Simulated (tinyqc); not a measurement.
Mass and g factor above the band edge: five-level k.p model folded onto the conduction band.

Second-order sums for the lowest conduction level at E: 1/m = 1 + Cm + (Ep/3)(2/E + 1/(E + Dso)) - (Ep2/3)(2/(E7 + D2 - E) + 1/(E7 - E)); g/2 = 1 + Cg - (Ep/3)(1/E - 1/(E + Dso)) - (Ep2/3)(1/(E7 - E) - 1/(E7 + D2 - E)). E is counted from the top of the valence band; E = Eg at the edge.

Inputs chosen for the exercise (near those of GaAs; the results hold for these values, not for the real material):
```
symbol  value  unit  meaning
Eg      1.529  eV    gap at Gamma to the s-like level
Dso     0.344  eV    spin-orbit splitting
Ep      25.6   eV    Kane energy
E7      4.62   eV    upper Gamma7 conduction level, from the valence top
D2      0.16   eV    its spin-orbit splitting, Gamma8 above Gamma7
Ep2     4.9    eV    Kane energy to the upper levels
Cm      -0           remote term in 1/m
Cg      -0.02        remote term in g/2
```

The sums are evaluated at E = Eg + dE, as is done for confined or hot electrons.

Results:
```
dE (meV),m(E),g(E),m(E)/m(Eg),1 + dE/Eg
0,0.0659,-0.142,1.0000,1.0000
20,0.0667,-0.095,1.0135,1.0131
50,0.0681,-0.027,1.0338,1.0327
100,0.0703,0.078,1.0679,1.0654
150,0.0726,0.174,1.1024,1.0981
300,0.0796,0.419,1.2084,1.1962
```

Give the missing row, dE (meV) = 200.

Computed row:
```
dE (meV)    m(E)   g(E)  m(E)/m(Eg)  1 + dE/Eg
200       0.0749  0.263      1.1373     1.1308
```

Over 300 meV the mass grows by 20.8 %, against 19.6 % for two levels alone, and g moves from -0.142 to 0.419, crossing zero near dE = 63 meV.

tinyqc: `OMP_NUM_THREADS=1 python tinyqc.py 1080097 1080098 out.jsonl`; about 0.01 s, one thread, shared Intel(R) Xeon(R) Processor @ 2.30GHz.
